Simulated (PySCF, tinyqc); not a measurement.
CIS on RHF in the sto-3g basis, for H3-, spin multiplicity 1, step by step. The basis has no diffuse functions, so it cannot describe the extra electron: this is an exercise in the method, not the real anion. The lowest restricted solution is unstable here: a spin-polarised one lies 0.1744 hartree lower (PySCF). Computed by tinyqc, a small Python program that keeps every step (integrals from PySCF). Settings: charge = -1, multiplicity = 1, basis = sto-3g, method = RHF, energy threshold = 1e-10, iteration cap = 62, orthogonalisation = symmetric, start = Wolfsberg-Helmholz matrix, DIIS depth = 6. Command: `OMP_NUM_THREADS=1 python tinyqc.py 20589 20590 out.jsonl` (the two numbers bound the seeds that draw the settings). One thread of a shared host (Intel(R) Xeon(R) Processor @ 2.60GHz), about 0.05 s of CPU time with the checks. The early iterations of the SCF are left out here.

## One-electron integrals

Geometry (angstrom):
```
atom         x         y         z
H     0.000000  0.000000  0.000000
H     0.000000  0.000000  1.128000
H     0.000000  0.977000  0.564000
```

Basis sto-3g: exponents (1/bohr^2) and contraction coefficients of normalised primitives:
```
element  l (shell)  exponent  coefficient
H            s (1)  3.425251     0.154329
H            s (1)  0.623914     0.535328
H            s (1)  0.168855     0.444635
```

Overlap, kinetic and nuclear-attraction integrals over the contracted functions; the nuclear repulsion is the sum of Za Zb / Rab.

nuclear repulsion = 1.40729736 hartree

overlap S, lower triangle:
```
          1H 1s     2H 1s     3H 1s
1H 1s  1.000000
2H 1s  0.424418  1.000000
3H 1s  0.424361  0.424361  1.000000
```

kinetic energy T (hartree), lower triangle:
```
          1H 1s     2H 1s     3H 1s
1H 1s  0.760032
2H 1s  0.070455  0.760032
3H 1s  0.070427  0.070427  0.760032
```

nuclear attraction V (hartree), lower triangle:
```
           1H 1s      2H 1s      3H 1s
1H 1s  -2.147418
2H 1s  -0.852304  -2.147418
3H 1s  -0.852173  -0.852173  -2.147378
```

core Hamiltonian H = T + V (hartree), lower triangle:
```
           1H 1s      2H 1s      3H 1s
1H 1s  -1.387386
2H 1s  -0.781849  -1.387386
3H 1s  -0.781746  -0.781746  -1.387346
```

## Two-electron integrals

Functions are numbered as in S; the eight-fold symmetry (ij|kl) = (ji|kl) = (kl|ij) leaves the list below.

Two-electron integrals (ij|kl) in chemists' order, unique and non-zero (hartree):
```
(11|11) 0.774606   (21|11) 0.254201   (21|21) 0.111707   (22|11) 0.438376
(22|21) 0.254201   (22|22) 0.774606   (31|11) 0.254158   (31|21) 0.098938
(31|22) 0.196750   (31|31) 0.111674   (32|11) 0.196750   (32|21) 0.098938
(32|22) 0.254158   (32|31) 0.098925   (32|32) 0.111674   (33|11) 0.438344
(33|21) 0.196767   (33|22) 0.438344   (33|31) 0.254158   (33|32) 0.254158
(33|33) 0.774606
```

## Orthogonalisation

S = U s U^T; symmetric (Loewdin) form X = U s^(-1/2) U^T, so that X^T S X = 1.

eigenvalues of S: 0.575582  0.575658  1.848760

X, lower triangle:
```
           1H 1s      2H 1s     3H 1s
1H 1s   1.123863
2H 1s  -0.194231   1.123863
3H 1s  -0.194179  -0.194179  1.123837
```

## Iteration 2 (converged): orbitals

converged F (hartree), lower triangle:
```
           1H 1s      2H 1s     3H 1s
1H 1s   0.161131
2H 1s  -0.276993   0.161131
3H 1s  -0.135447  -0.135447  0.239678
```

Diagonalise F' = X^T F X, C = X C', fill 2 alpha and 2 beta electrons from the bottom; D = 2 C_occ C_occ^T. Each column has its largest component positive (the first on a tie).

F' = X^T F X (hartree), lower triangle:
```
           1          2         3
1   0.388465
2  -0.372720   0.388465
3  -0.183112  -0.183112  0.412210
```

orbital energies (hartree): MO1 -0.112145, MO2 0.540100, MO3 0.761186

coefficients C:
```
            MO1        MO2        MO3
1H 1s  0.503407  -0.465182   0.932033
2H 1s  0.503407  -0.465182  -0.932033
3H 1s  0.251420   1.129251   0.000000
```

D after iteration 2, lower triangle:
```
           1H 1s      2H 1s     3H 1s
1H 1s   0.939625
2H 1s   0.939625   0.939625
3H 1s  -0.797480  -0.797480  2.676839
```

## Convergence

Stop when the energy changes by less than 1e-10 hartree and every element of the error matrix X^T (F D S - S D F) X is below 3e-06.

Course of the cycle:
```
iteration  E (hartree)    change  largest element of the error matrix
1          -0.81301184         -                             5.45e-13
2          -0.81301184  0.000000                             2.07e-13
```

PySCF RHF in the same basis = -0.81301184 hartree

Converged in 2 iterations.

## Integrals over molecular orbitals

(pq|rs) = sum C_ip C_jq C_kr C_ls (ij|kl), one index at a time.

one-electron integrals over orbitals h = C^T H C (hartree), lower triangle:
```
           1          2          3
1  -1.582918
2  -0.083868  -1.065347
3   0.000000   0.000000  -1.052043
```

Two-electron integrals over orbitals (pq|rs), unique and non-zero (hartree):
```
(11|11) 0.568615    (21|11) -0.033942   (21|21) 0.104392    (22|11) 0.503275
(22|21) 0.117810    (22|22) 0.703289    (31|31) 0.174684    (32|31) -0.085473
(32|32) 0.049865    (33|11) 0.573501    (33|21) -0.084951   (33|22) 0.445388
(33|33) 0.633259
```

## CIS matrix, singlets

A(ia,jb) = (e_a - e_i) d_ij d_ab + 2 (ia|jb) - (ij|ab).

CIS matrix A, singlet (hartree):
```
           1>3        2>3
1>3   0.649197  -0.085995
2>3  -0.085995  -0.124573
```

## CIS singlet states

dipole integrals <i|r|a> (bohr):
```
            x         y          z
1>3  0.000000  0.000000  -1.106120
2>3  0.000000  0.000000   0.448161
```

Diagonalise A (1 hartree = 27.211386 eV); each vector has its largest component positive (the first on a tie). The transition dipole is mu = sqrt2 sum c_ia <i|r|a>.

singlet excitation energies (eV): -3.646729  17.922480

lowest vectors:
```
      state 1    state 2
1>3  0.109142   0.994026
2>3  0.994026  -0.109142
```

oscillator strengths 2/3 w |mu|^2: -0.018846  1.158222

A negative triplet energy shows that the restricted solution is unstable towards a spin-polarised one.

## CIS matrix, triplets

A(ia,jb) = (e_a - e_i) d_ij d_ab - (ij|ab).

CIS matrix A, triplet (hartree):
```
          1>3        2>3
1>3  0.299829   0.084951
2>3  0.084951  -0.224302
```

## CIS triplet states

Diagonalise A (1 hartree = 27.211386 eV); each vector has its largest component positive (the first on a tie).

triplet excitation energies (eV): -6.468888  8.524086

lowest vectors:
```
       state 1   state 2
1>3  -0.156095  0.987742
2>3   0.987742  0.156095
```

A negative triplet energy shows that the restricted solution is unstable towards a spin-polarised one.
